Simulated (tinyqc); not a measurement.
From results back to parameters: inversion layer as a triangular well, valleys of the Ge type. Three cases, with inputs chosen for the exercise.

Problem. The spacing of the two lowest levels of one ladder was computed from a hidden sheet density Ns.

The field is taken as constant, e F = 4 pi (e^2/4 pi eps0)(Nd + eta Ns)/eps, with 1e12/cm^2 = 1e-4/angstrom^2, and the oxide as a hard wall at z = 0; c = hbar^2/2m0.

Level j of a valley lies at E_j = a_j (c (e F)^2/m_z)^(1/3) above the band edge at the surface, with the Airy zeros a_j = 2.338107, 4.087949, 5.520560, 6.786708, 7.944134, 9.022651, 10.040174, 11.008524, 11.936016, 12.828777, and has <z> = 2 E_j/(3 e F).

Constants: hbar^2/2m0 = 3.80998211 eV angstrom^2; e^2/(4 pi eps0) = 14.39964547 eV angstrom.

Find: F; Ns.

Method. e F = sqrt(m_z/c) [(E_1 - E_0)/(a_1 - a_0)]^(3/2), with a_0 and a_1 the first two zeros; then Ns = (eps e F/(4 pi e^2/4 pi eps0) - Nd)/eta.

Case 1.

Values chosen (near those of Ge; the results hold for these values, not for the real material): m_z = 0.1199 m0 (confinement mass); eps = 16 (dielectric constant); Nd = 0.64 x 1e12/cm^2 (depletion charge); eta = 0.75 (share of Ns in the effective field).

E_1 - E_0 = 85.3596 meV

Solution.

F = 0.1911 MV/cm
Ns = 1.40 x 1e12/cm^2

Case 2.

Values chosen (near those of Ge; the results hold for these values, not for the real material): m_z = 0.1185 m0 (confinement mass); eps = 16.2 (dielectric constant); Nd = 0.32 x 1e12/cm^2 (depletion charge); eta = 0.75 (share of Ns in the effective field).

E_1 - E_0 = 174.4492 meV

Solution.

F = 0.5551 MV/cm
Ns = 6.20 x 1e12/cm^2

Case 3.

Values chosen (near those of Ge; the results hold for these values, not for the real material): m_z = 1.581 m0 (confinement mass); eps = 16.2 (dielectric constant); Nd = 0.13 x 1e12/cm^2 (depletion charge); eta = 0.5 (share of Ns in the effective field).

E_1 - E_0 = 25.7584 meV

Solution.

F = 0.1150 MV/cm
Ns = 1.80 x 1e12/cm^2

Computed by tinyqc, one run a case: `OMP_NUM_THREADS=1 python tinyqc.py N N+1 out.jsonl` with N = 1282112, 1282296, 1282355; one thread of a shared Intel(R) Xeon(R) Processor @ 2.30GHz, about 0.06 s a run at most.
